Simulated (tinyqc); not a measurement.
# Transit time and capacitance from two cut-off frequencies

Question. 1/(2 pi fT) = tauF + Vt C/JC, C the sum of the junction capacitances per area. Find C, tauF and the limit of fT at high current.

Parameters, values chosen for the exercise: temperature T = 400 K.

Constants: q = 1.602176634e-19 C, kB = 1.380649e-23 J/K, Vt = kB T/q. Results are converted to the units shown.

JC (mA/um^2): [0.019, 0.64]
fT (GHz): [18.872002, 28.786181]

Solution. The delay is a straight line in 1/JC with slope Vt C and intercept tauF.

C = 1.650 fF/um^2
tauF = 5.440 ps
limit of fT = 29.26 GHz

tinyqc, about 0.01 s, one thread, Intel Xeon 2.30GHz (shared host): `OMP_NUM_THREADS=1 python tinyqc.py 2320106 2320107 out.jsonl`
